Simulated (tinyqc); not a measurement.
Plane-wave Kohn-Sham cycle with exchange-only LDA in a layered model solid, step by step. One step of it, computed by the program tinyqc.

Problem. Iteration 2: potential. V_H(G) = 4 pi rho(G)/G^2 for G != 0 (uniform background); v_x = -(3 rho/pi)^(1/3); V = V_ext + V_H + v_x; Fourier components f(G_m) = (1/N) sum_j f(x_j) exp(-i G_m x_j).

A solid whose potential varies along x alone (atomic units):

| parameter | value |
|---|---|
| period a | 5.900000 |
| cross-section of the cell | 30.000000 |
| electrons per cell | 2 |
| grid points | 16 |
| plane waves -n..n, n | 3 |
| k points | 4 |
| V1 in V1 cos(2 pi x/a) | -0.360000 |

density after iteration 1 (e/bohr^3): 0.02362956  0.02207963  0.01812993  0.01335353  0.00916284  0.00620200  0.00443816  0.00356258  0.00330406  0.00356258  0.00443816  0.00620200  0.00916284  0.01335353  0.01812993  0.02207963

Give: Potentials on the grid; V(G_m), m = 0, 1, 2, ....

Solution.

Potentials on the grid (hartree):

| x | V_ext | V_H | v_x | V |
|---|---|---|---|---|
| 0.0000 | -0.3600 | 0.1162 | -0.2826 | -0.5264 |
| 0.3688 | -0.3326 | 0.1059 | -0.2763 | -0.5030 |
| 0.7375 | -0.2546 | 0.0775 | -0.2587 | -0.4357 |
| 1.1062 | -0.1378 | 0.0376 | -0.2336 | -0.3338 |
| 1.4750 | 0 | -0.0060 | -0.2061 | -0.2120 |
| 1.8438 | 0.1378 | -0.0460 | -0.1809 | -0.0892 |
| 2.2125 | 0.2546 | -0.0775 | -0.1618 | 0.0152 |
| 2.5812 | 0.3326 | -0.0975 | -0.1504 | 0.0847 |
| 2.9500 | 0.3600 | -0.1043 | -0.1467 | 0.1091 |
| 3.3188 | 0.3326 | -0.0975 | -0.1504 | 0.0847 |
| 3.6875 | 0.2546 | -0.0775 | -0.1618 | 0.0152 |
| 4.0563 | 0.1378 | -0.0460 | -0.1809 | -0.0892 |
| 4.4250 | 0 | -0.0060 | -0.2061 | -0.2120 |
| 4.7938 | -0.1378 | 0.0376 | -0.2336 | -0.3338 |
| 5.1625 | -0.2546 | 0.0775 | -0.2587 | -0.4357 |
| 5.5312 | -0.3326 | 0.1059 | -0.2763 | -0.5030 |

V(G_m), m = 0, 1, 2, ... (hartree): -0.2103  -0.1591  0.0008  0.0003  0.0000  0.0000  0.0000
